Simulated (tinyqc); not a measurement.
## Voltage drop against the pad pitch

A grid of 17 by 17 nodes with segments Rx (rows) and Ry (columns); every node draws I1 and the central node kh I1; pads with resistance Rp sit at the nodes whose row and column are multiples of the pitch, counting from 0. The drops u = Vdd - V follow from G u = i, with G the conductance matrix and i the load currents, solved directly.

Parameters, values chosen for the exercise:
- Vdd = 0.9 V (supply voltage)
- Rx = 1.3 ohm (resistance of a horizontal segment)
- Ry = 1 ohm (resistance of a vertical segment)
- Rp = 0.048 ohm (resistance from a pad node to the supply)
- kh = 1 (factor on the load at the hot node)
- I1 = 0.24 mA (load current of a node in the large grid)

Result of one run:
```
pitch (nodes),pads,worst drop (mV),mean drop (mV),largest drop at a pad (mV),largest pad current (mA),worst drop over Vdd (%)
4,25,1.6033,1.1725,0.18052,3.7608,0.17815
```

What becomes of these results when the pad pitch is changed from 4 to 8 nodes, all else the same?

Result of the changed run:
```
pitch (nodes),pads,worst drop (mV),mean drop (mV),largest drop at a pad (mV),largest pad current (mA),worst drop over Vdd (%)
8,9,6.8714,5.6679,0.62862,13.096,0.76349
```

The whole series:
```
pitch (nodes),pads,worst drop (mV),mean drop (mV),largest drop at a pad (mV),largest pad current (mA),worst drop over Vdd (%)
1,289,0.011520,0.011520,0.011520,0.24000,0.0012800
2,81,0.32201,0.20075,0.046074,0.95988,0.035779
4,25,1.6033,1.1725,0.18052,3.7608,0.17815
8,9,6.8714,5.6679,0.62862,13.096,0.76349
16,4,28.727,24.270,0.83232,17.340,3.1919
```

The worst drop goes from 0.0115 to 28.7 mV while the number of pads falls from 289 to 4; between the last two rows it goes as pitch^(2.06). The largest drop at a pad is 100 % of the worst drop in the first row and 2.90 % in the last; the rest falls along the wires.

Program tinyqc, `OMP_NUM_THREADS=1 python tinyqc.py 2770167 2770168 out.jsonl`; Intel Xeon 2.30GHz, shared host, one thread, about 0.1 s.
